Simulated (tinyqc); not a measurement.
From one set of inputs to another, one input at a time: time-dependent dielectric breakdown: cell percolation, Weibull statistics, area scaling and voltage extrapolation. Computed by tinyqc, a small Python program. Command: `OMP_NUM_THREADS=1 python tinyqc.py 3021303 3021304 out.jsonl tddb ladder`. One thread of a shared host (Intel(R) Xeon(R) Processor @ 2.30GHz), about 0.01 s of CPU time with the checks.

The oxide is divided into columns of area a^2, each holding m = t_ox/a cells (m is taken as continuous). A share lambda(t) = (t/t_1)^alpha of the cells is defective, and a column whose cells are all defective breaks down.

The inputs printed are set A. Inputs not listed in the table keep their values of set A, so the rows need not describe a real material.

Inputs (values chosen for the exercise, for a model gate oxide): oxide thickness t_ox = 2.3 nm; defect cell size a = 1.5 nm; exponent alpha of defect growth = 0.9; time t_1 at which the occupied share would reach 1 = 1e+08 s; test area A = 70 um^2; product area A_u = 4e+06 um^2; stress voltage V = 2.89 V; use voltage V_u = 1.5 V; local exponent n = -d ln t/d ln V at the stress voltage = 42; activation energy E_a = 0.42 eV; stress temperature T = 175 C; use temperature T_u = 100 C; allowed failure fraction F = 1e-06.

Voltage law used: E.

Constants: k_B = 8.617333262e-05 eV/K.

Method:
- Failure fraction F = 1 - (1 - lambda^m)^N with N = A/a^2 columns, which for small lambda^m is 1 - exp(-(t/t63)^beta) with beta = alpha m and t63 = t_1 N^(-1/beta); critical share lambda(t63) = N^(-1/m). 1 um^2 = 1e6 nm^2.
- All three voltage laws share the slope n at the stress voltage. Factor t(V_u)/t(V): E law exp(n (1 - V_u/V)); 1/E law exp(n (V/V_u - 1)); power law (V/V_u)^n.
- Temperatures in kelvin are T(C) + 273.15.
- Temperature factor exp[(E_a/k_B)(1/T_u - 1/T)]; area factor (A/A_u)^(1/beta); percentile factor (-ln(1 - F))^(1/beta); life = t63 x all four; 1 year = 3.15576e7 s.

Each row keeps all changes above it:
```
input moved                                                   from       to  characteristic life t63 (s)  projected life (years)  area factor
set A                                                            -        -                    3.718e+02               9.971e-04    3.572e-04
local exponent n = -d ln t/d ln V at the stress voltage         42       40                    3.718e+02               3.810e-04    3.572e-04
use voltage V_u (V)                                            1.5      3.1                    3.718e+02               9.191e-14    3.572e-04
defect cell size a (nm)                                        1.5      1.1                    7.501e+03               2.222e-10    2.966e-03
allowed failure fraction F                                   1e-06   0.0001                    7.501e+03               2.568e-09    2.966e-03
activation energy E_a (eV)                                    0.42     0.64                    7.501e+03               8.069e-09    2.966e-03
time t_1 at which the occupied share would reach 1 (s)   100000000  9.8e+11                    7.351e+07               7.908e-05    2.966e-03
exponent alpha of defect growth                                0.9      0.3                    4.135e-01               2.195e-22    2.609e-08
```

Characteristic life t63 goes from 372 to 0.414, a factor 0.00111 in all. The largest single move comes from exponent alpha of defect growth (a factor 5.63e-9), and time t_1 at which the occupied share would reach 1 works against it (a factor 9800). Projected life goes from 9.97e-4 to 2.19e-22, a factor 2.20e-19 in all. The largest single move comes from exponent alpha of defect growth (a factor 2.78e-18), and time t_1 at which the occupied share would reach 1 works against it (a factor 9800). Area factor goes from 3.57e-4 to 2.61e-8, a factor 7.30e-5 in all. The largest single move comes from exponent alpha of defect growth (a factor 8.80e-6), and defect cell size a works against it (a factor 8.30). The single moves hold for this order of the switches; the total does not depend on the order.

Caution (all rows): t_1 is an input here; in a real oxide it changes with thickness at fixed voltage.

Extremes, crossings and ranges named in words are read from the listed rows.
